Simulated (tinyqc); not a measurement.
Rapid thermal processing of a wafer: radiative balance, ramp and cooling, pattern effects, pyrometer error and spike budget: one step, computed by the program tinyqc. Command: `OMP_NUM_THREADS=1 python tinyqc.py 3111411 3111412 out.jsonl rtp walk`. One thread of a shared host (Intel(R) Xeon(R) Processor @ 2.30GHz), about 0.04 s of CPU time with the checks.

The wafer is opaque and uniform through its thickness unless said otherwise; temperatures in formulas are in kelvin (C + 273.15). sigma = 5.670374419e-12 W/(cm^2 K^4).

Problem. Pyrometer error. Signal proportional to eps/(exp(c2/(lambda T)) - 1), c2 = h c/k_B. If the assumed emissivity is too high by the given error, the reading T' solves (1 + error)/(exp(c2/(lambda T')) - 1) = 1/(exp(c2/(lambda T)) - 1). Wien estimate: T' - T = -lambda T^2 ln(1 + error)/c2. Process rates go as exp(-E_a/(k_B T)).

Inputs (values chosen for the exercise, modelled on a hot silicon wafer):
```
quantity                              value        unit
process temperature                     844           C
starting temperature                    450           C
pyrometer wavelength                    3.8  micrometre
error of the assumed emissivity         7.9           %
activation energy of the process E_a   1.24          eV
```

Constants: h = 6.62607015e-34 J s; c = 299792458 m/s; k_B = 1.380649e-23 J/K; k_B = 8.617333262e-05 eV/K.

Give: c2; c2/(lambda T); reading less true temperature; Wien estimate; rate at T over rate at T', less 1.

Solution.

c2 = 14388 micrometre K

c2/(lambda T) = 3.389

reading less true temperature = -23.73 K

Wien estimate = -25.06 K

rate at T over rate at T', less 1 = 32.26 %

Caution: below about 600 C lightly doped silicon is partly transparent at this wavelength, so its emissivity is not yet the hot value early in the ramp.
